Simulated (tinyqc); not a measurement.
# Changing the temperature T

Model: Debye-Callaway model of lattice thermal conductivity. Computed by tinyqc, a small Python program. Command: `OMP_NUM_THREADS=1 python tinyqc.py 3000787 3000788 out.jsonl callaway sweep`. One thread of a shared host (Intel(R) Xeon(R) Processor @ 2.30GHz), about 0.04 s of CPU time with the checks.

Three acoustic branches with one velocity v, cut at omega_D = k_B Theta/hbar; x = hbar omega/(k_B T). v and Theta are separate inputs: Theta cuts off the heat-carrying modes, so C need not reach 3 k_B/V. gamma is an effective value that sets the umklapp rate. Heat flows along the film.

Inputs (values chosen for the exercise, for a model crystal):

| quantity | value | unit |
|---|---|---|
| sound velocity v | 3400 | m/s |
| Debye temperature Theta | 413 | K |
| volume per atom V | 12.6 | angstrom^3 |
| mean atomic mass M | 73.2 | u |
| effective Grueneisen parameter gamma | 1.38 | - |
| umklapp exponent divisor b | 2 | - |
| mass variance Gamma | 0.00043 | - |
| film thickness t | 0.067 | micrometre |
| specularity p | 0.2 | - |

Sample: film. Point defects: isotopes. Normal processes: left out.

Constants: k_B = 1.380649e-23 J/K; hbar = 1.054571817e-34 J s; u = 1.6605390666e-27 kg.

Method:
- Gamma is given directly by the isotope mixture. A = V Gamma/(4 pi v^3).
- Rates: point defects A omega^4; umklapp B omega^2 T exp(-Theta/(b T)) with B = hbar gamma^2/(M v^2 Theta). Film: the bulk time tau of each mode, from the resistive rates above, is multiplied by the Fuchs-Sondheimer factor F = (3/2) int_0^1 (1 - u^2) [1 - (1 - p) (u/d) (1 - E)/(1 - p E)] du, with E = exp(-d/u), d = t/(v tau), by 48 Gauss-Legendre points in z with u = z^4; the boundary rate is defined as 1/(F tau) - 1/tau.
- kappa_1 = c int tau_C g dx, g = x^4 e^x/(e^x - 1)^2, c = (k_B/(2 pi^2 v)) (k_B T/hbar)^3, over 0 < x < min(Theta/T, 40), by 96 Gauss-Legendre points in s with x = x_max s^2; tau_C = tau_R, the inverse of the summed rates, and kappa = kappa_1.
- Heat capacity C = 3 c int g dx / v^2; grey free path 3 kappa/(C v); the median free path v tau_C halves kappa_1 when the quadrature points are ordered by free path (each counted at half its weight, interpolated in the logarithm); likewise at 10 % and 90 %.

One run for each value:

| temperature T (K) | kappa (W/(m K)) | heat capacity C (J/(m^3 K)) | grey free path (nm) | median free path (nm) |
|---|---|---|---|---|
| 6.9 | 0.9 | 1.022e+03 | 745.2 | 760.4 |
| 11.0 | 2.8 | 4.142e+03 | 604.7 | 627.3 |
| 17.0 | 8.2 | 1.529e+04 | 474.0 | 507.0 |
| 27.0 | 23.4 | 6.121e+04 | 337.8 | 386.3 |
| 42.0 | 56.0 | 2.236e+05 | 221.0 | 281.9 |
| 65.0 | 106.5 | 6.645e+05 | 141.4 | 193.8 |
| 100.0 | 147.3 | 1.361e+06 | 95.5 | 127.9 |
| 160.0 | 146.0 | 2.060e+06 | 62.5 | 78.7 |
| 250.0 | 112.6 | 2.464e+06 | 40.3 | 48.8 |
| 400.0 | 74.7 | 2.669e+06 | 24.7 | 29.4 |
| 620.0 | 48.6 | 2.752e+06 | 15.6 | 18.5 |

Over the rows, kappa (W/(m K)) goes from 0.863 through a maximum among these rows, 147 at 100, to 48.6; heat capacity C (J/(m^3 K)) rises from 1020 to 2.75e6 (exponent d ln y / d ln x 3.0 between the first rows and 0.070 between the last); grey free path (nm) falls from 745 to 15.6 (exponent d ln y / d ln x -0.45 between the first rows and -1.1 between the last). At the low end the exponent of heat capacity C is 3.00, close to 3: the Debye T^3 law.

Caution (rows 6.90): the sample is less than ten thermal wavelengths across, so confinement and the wavelength dependence of p, left out here, matter.

Extremes, crossings and ranges named in words are read from the listed rows.
